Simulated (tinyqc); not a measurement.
Strain dependence: valley-orbit splitting of a donor ground state, with strain. Computed by tinyqc, a small Python program. Command: `OMP_NUM_THREADS=1 python tinyqc.py 3029464 3029465 out.jsonl valleyorbit walk`. One thread of a shared host (Intel(R) Xeon(R) Processor @ 2.30GHz), about 0.01 s of CPU time with the checks.

The basis is the 1s envelope in each valley; energies are counted from the unstrained conduction-band edge. The strain is e_s (a a^T - 1/3) for the unit stress axis a, so valley j along n_j moves by Xi_u e_s w_j with w_j = (n_j.a)^2 - 1/3: +1/6 for x and y, -1/3 for z. The splitting at the zone boundary that a [110] shear adds for <100> valleys is left out.

Inputs (values chosen for the exercise, modelled on donors in silicon):
```
quantity                             value  unit
single-valley binding energy E_0      30.9   meV
central-cell shift Lambda            0.541   meV
coupling Delta_1                      3.96   meV
coupling Delta_2                      2.99   meV
shear deformation potential Xi_u       8.9    eV
shear strain e_s                  -0.00029     -
```

Valleys: six along <100>. Stress axis: [110].

Method:
- By symmetry: E(A1) = E_0 + Lambda + 4 Delta_1 + Delta_2 (one state), E(T2) = E_0 + Lambda - Delta_2 (three), E(E) = E_0 + Lambda - 2 Delta_1 + Delta_2 (two), as binding energies.
- H_jj = -(E_0 + Lambda) + Xi_u e_s w_j; H_jk = -Delta_2 between opposite valleys and -Delta_1 between perpendicular ones.
- The contact hyperfine ratio is A/A_0 = (sum_j c_j)^2/(number of valleys), c_j the valley amplitudes of the ground state; binding from the lowest valley edge.

E(A1) = 50.271 meV

Against strain:
```
e_s        Xi_u e_s (w_max - w_min) (meV)  binding (meV)  gap to next level (meV)    A/A_0
-0.002300                       -10.23500         47.691                   19.240  0.97117
-0.000870                        -3.87150         49.113                   20.662  0.99478
-0.000290                        -1.29050         49.856                   21.405  0.99937
-0.000087                        -0.38715         50.143                   21.692  0.99994
0.000087                          0.38715         50.014                   21.563  0.99994
0.000290                          1.29050         49.427                   20.976  0.99932
0.000870                          3.87150         47.837                   19.386  0.99353
0.002300                         10.23500         44.534                   16.083  0.95177
```

What does the comparison show, and why?

A/A_0 falls for either sign of strain, to 0.971 and 0.952 at the ends; its limits are the shares of the valleys that end up lowest, 4/6 under compression and 2/6 under tension. Near zero strain A/A_0 changes in second order, the binding in first. The binding energy drops from 50.27 meV to 47.69 and 44.53 meV, since fewer valleys share the valley-orbit gain.

Extremes, crossings and ranges named in words are read from the listed rows.
